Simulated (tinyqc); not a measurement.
FinFET, parasitic resistance, capacitance and delay: one step of the calculation.

Nf fins under one contact; each has gated perimeter p = 2 Hf + Wf and cross-section A = Hf Wf; contact width Wc = Nf pf, stack height Hs = Hf. Contact length Lc = CPP - Lg - 2 Lsp, shared by two neighbouring gates. Source and drain sides are equal. The formulas are first-order estimates, not field solutions.

Problem. Capacitances. With N fins: gate Cg = Cinv p N Lg; per side, plate Cp = ks eps0 [Wc (Hs + Hc) - N A]/Lsp, top fringe Cf = (2/pi) ks eps0 Wc ln(1 + Lg/(2 Lsp)), overlap Co = Cinv p N Lov. Cs = Cp + Cf + Co. An inverter of two such devices driving an equal one has the load CL = 2 (Cg + 2 Cs) + 4 Cs + Cw (its own drains counted twice for the Miller effect).

Parameters, values chosen for the exercise; values close to those of silicon logic devices: number of fins Nf = 2; fin height Hf = 60 nm; fin width Wf = 7 nm; fin pitch pf = 27 nm; gate length Lg = 14 nm; spacer length Lsp = 7 nm; relative permittivity of the spacer ks = 3.3; gate height above the channel stack Hc = 15 nm; gate overlap Lov = 0.5 nm; inversion capacitance Cinv = 2.3 uF/cm^2; wire load Cw = 0.4 fF.

Constants: eps0 = 8.8541878128e-12 F/m. Results are converted to the units shown.

Give: Cg; Cp; Cf; Co; CL.

Solution.

Cg = 81.788 aF
Cp = 13.399 aF
Cf = 0.69624 aF
Co = 2.9210 aF
CL = 699.71 aF

The channel capacitance gives 23.4 % of CL, the parasitic parts 19.5 % and the wire 57.2 %.

Program tinyqc, `OMP_NUM_THREADS=1 python tinyqc.py 2170140 2170141 out.jsonl`; Intel Xeon 2.30GHz, shared host, one thread, about 0.04 s.
